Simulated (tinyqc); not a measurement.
Worked calculation: special k points of the fcc lattice. Values are carried at full precision from step to step, so a last printed digit may differ when a step is redone from the rounded ones.

Lattice vectors in units of a: a1 = (0, 1/2, 1/2), a2 = (1/2, 0, 1/2), a3 = (1/2, 1/2, 0); reciprocal vectors b_i with a_i . b_j = 2 pi delta_ij. Mesh: k = sum_i f_i b_i with f_i = (2 j_i + shift)/(2 N), j_i = 0 .. N-1. The point group of the lattice has 48 operations; only those that map the mesh onto itself are used.

Parameters, chosen for this exercise (the lattice of Si, GaAs, Cu and Al; the results hold for these values, not for the real material): N = 5 (points along each reciprocal vector); shift = 1 (half steps); D = 2.41 eV (half gap term); t = 0.17 eV (coupling); e0 = 1.19 eV (offset).

## Irreducible points and weights

Join points that an operation carries into one another (modulo reciprocal vectors); list each class by its first point in the order of (j1, j2, ...).

Irreducible points:

| f1 | f2 | f3 | weight |
|---|---|---|---|
| 0.1000 | 0.1000 | 0.1000 | 2 |
| 0.1000 | 0.1000 | 0.3000 | 6 |
| 0.1000 | 0.1000 | 0.5000 | 6 |
| 0.1000 | 0.1000 | 0.7000 | 6 |
| 0.1000 | 0.1000 | 0.9000 | 6 |
| 0.1000 | 0.3000 | 0.3000 | 6 |
| 0.1000 | 0.3000 | 0.5000 | 12 |
| 0.1000 | 0.3000 | 0.7000 | 12 |
| 0.1000 | 0.3000 | 0.9000 | 12 |
| 0.1000 | 0.5000 | 0.5000 | 6 |
| 0.1000 | 0.5000 | 0.7000 | 12 |
| 0.1000 | 0.5000 | 0.9000 | 6 |
| 0.1000 | 0.7000 | 0.7000 | 6 |
| 0.3000 | 0.3000 | 0.3000 | 2 |
| 0.3000 | 0.3000 | 0.5000 | 6 |
| 0.3000 | 0.3000 | 0.7000 | 6 |
| 0.3000 | 0.5000 | 0.5000 | 6 |
| 0.3000 | 0.5000 | 0.7000 | 6 |
| 0.5000 | 0.5000 | 0.5000 | 1 |

operations that keep the mesh = 12
irreducible points = 19

The weights add up to 125 = N^3; symmetry saves a factor 6.6. The shift breaks the symmetry of the lattice: only 12 of 48 operations keep the mesh.

## Which stars the mesh integrates

A_m(k) = sum over the m-th star of lattice vectors R of cos(k . R), stars in order of length: m = 1: |R|^2 = 0.5, 12 vectors, such as (1, 0, 0) in the basis a_i; m = 2: |R|^2 = 1, 6 vectors, such as (1, 1, -1) in the basis a_i; m = 3: |R|^2 = 1.5, 24 vectors, such as (2, 0, -1) in the basis a_i; m = 4: |R|^2 = 2, 12 vectors, such as (2, 0, 0) in the basis a_i; m = 5: |R|^2 = 2.5, 24 vectors, such as (2, 1, -1) in the basis a_i; m = 6: |R|^2 = 3, 8 vectors, such as (3, -1, -1) in the basis a_i. The zone mean of every A_m is zero.

Lattice vectors in units of a: a1 = (0, 1/2, 1/2), a2 = (1/2, 0, 1/2), a3 = (1/2, 1/2, 0); f are fractions of the reciprocal vectors. Evaluate the first six A_m at each irreducible point (k . R = 2 pi sum f_i n_i) and form the weighted means.

A_m at the points:
```
       m=1     m=2     m=3     m=4      m=5     m=6
1   10.854   4.854  17.562   7.854   13.416   4.236
2    5.854   0.382  -0.528  -1.618   -8.944   0.618
3    0.000  -4.618   0.000   6.472    0.000  -2.472
4    1.382  -3.236  -2.764   2.854   -4.472  -0.764
5    8.090   2.618   5.000   0.618    0.000  -1.618
6    3.618   1.236  -7.236  -3.854    4.472  -5.236
7   -1.382   0.382  -2.236  -1.618    4.472   0.618
8   -2.236  -1.000   4.472  -3.000    2.236   2.000
9    2.236  -1.000  -4.472  -3.000   -2.236   2.000
10  -3.618   4.854  -5.854   7.854   -4.472   4.236
11  -3.618   2.618   2.236   0.618   -4.472  -1.618
12  -1.382  -3.236   2.764   2.854    4.472  -0.764
13  -0.854   2.618  -9.472   0.618    8.944  -1.618
14   4.146  -1.854  -2.562   1.146  -13.416  -0.236
15   0.000  -2.382   0.000  -2.472    0.000   6.472
16  -3.090   0.382   5.000  -1.618    0.000   0.618
17  -1.382  -1.854   0.854   1.146    4.472  -0.236
18  -3.618   1.236   7.236  -3.854   -4.472  -5.236
19   0.000  -6.000   0.000  12.000    0.000  -8.000
```

weighted means: m=1 0.000, m=2 0.000, m=3 0.000, m=4 0.000, m=5 0.000, m=6 0.000

All six means vanish: the mesh is exact for functions whose Fourier series ends within these stars.

## A zone average from the irreducible points

Test function, the lower band of a two-band insulator: E(k) = -sqrt(D^2 + (e0 - t A_1(k))^2).

Lattice vectors in units of a: a1 = (0, 1/2, 1/2), a2 = (1/2, 0, 1/2), a3 = (1/2, 1/2, 0). Evaluate E at each point and take the weighted mean; the reference uses the unshifted mesh with N = 24.

E at the points (eV): -2.4975  -2.4179  -2.6878  -2.5923  -2.4171  -2.4776  -2.7997  -2.8764  -2.5424  -3.0110  -3.0110  -2.7997  -2.7552  -2.4584  -2.6878  -2.9581  -2.7997  -3.0110  -2.6878

weighted mean = -2.7444 eV
reference mean = -2.7444 eV

The error is 0.00 meV with 19 points.

## Checks

- Weighted mean over irreducible points against the plain mean over the whole mesh (eV): both -2.744371.
- Reference mean against a mesh of N = 30 (eV): both -2.7444.

Run: tinyqc, `OMP_NUM_THREADS=1 python tinyqc.py 1682346 1682347 out.jsonl`; Intel(R) Xeon(R) Processor @ 2.30GHz, one thread, shared host; about 0.1 s of CPU time with all checks.
